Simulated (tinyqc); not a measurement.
Stillinger-Weber potential for a tetrahedral semiconductor: one step, computed by the program tinyqc.

With x = r/sigma: pair term eps A (B x^-4 - 1) exp(1/(x - a)); for each pair of neighbours j, k of atom i, three-body term eps lambda exp(gamma/(x_ij - a) + gamma/(x_ik - a)) (cos theta_jik + 1/3)^2; both vanish beyond x = a. A = 7.049556277, B = 0.6022245584, a = 1.8.

Question. A trimer. Atom 1 binds atoms 2 and 3 at the angle theta; the third side follows from the cosine rule. Sum the three pair terms and the three-body terms centred on each atom.

Inputs (values chosen for the exercise, modelled on silicon): energy scale eps = 2.178 eV; length scale sigma = 2.111 angstrom; three-body strength lambda = 21.1; gamma = 1.2; bond 1 of the trimer = 2.6 angstrom; bond 2 of the trimer = 2.28 angstrom; angle of the trimer theta = 75.7 degrees.

Give: distance 2-3; pair terms; three-body term at atom 1; three-body terms at atoms 2 and 3; energy of the trimer.

Answer.

distance 2-3 = 3.005 angstrom

pair terms (eV): 1-2 -1.951, 1-3 -2.134, 2-3 -0.920

three-body term at atom 1 = 0.3539 eV

three-body terms at atoms 2 and 3 = 0.5113 eV

energy of the trimer = -4.140 eV

The cut-off is 3.800 angstrom, so atoms 2 and 3 interact directly.
